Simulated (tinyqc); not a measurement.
# Amplitude against the length of the filling pulse

In DLTS the amplitude of the capacitance transient follows the share of traps filled by the pulse. In the neutral layer an empty trap fills as 1 - exp(-tp/tc), tc = 1/(sn vth(T) Nd), vth(T) = vth (T/300 K)^0.5; emission during the pulse and slow capture at the depletion edge are neglected.

Inputs (values chosen for the exercise):
- vth = 2.3e7 cm/s (thermal velocity at 300 K)
- Nd = 4.1e16 cm^-3 (shallow donor density)
- sn = 9.7e-17 cm^2 (capture cross-section)
- T = 201 K (temperature of the transient)

Amplitude against the length of the filling pulse:

| tp (s) | tp/tc | amplitude over its full value | ln(1 - that) |
|---|---|---|---|
| 6.2e-10 | 0.04642 | 0.04536 | -0.04642 |
| 1.2e-9 | 0.08985 | 0.08593 | -0.08985 |
| 2.2e-9 | 0.1647 | 0.1519 | -0.1647 |
| 4.2e-9 | 0.3145 | 0.2698 | -0.3145 |
| 8e-9 | 0.5990 | 0.4506 | -0.5990 |
| 1.5e-8 | 1.123 | 0.6747 | -1.123 |
| 2.9e-8 | 2.171 | 0.8860 | -2.171 |
| 5.5e-8 | 4.118 | 0.9837 | -4.118 |
| 1e-7 | 7.487 | 0.9994 | -7.487 |

The amplitude rises from 0.0454 to 0.999 of its full value. The last column is linear in tp with slope -1/tc, tc = 1.34e-8 s, which gives the cross-section from Nd and vth, independently of the Arrhenius intercept; 99 % filling needs 6.15e-8 s.

tinyqc, about 0.01 s, one thread, Intel Xeon 2.30GHz (shared host): `OMP_NUM_THREADS=1 python tinyqc.py 2050077 2050078 out.jsonl`
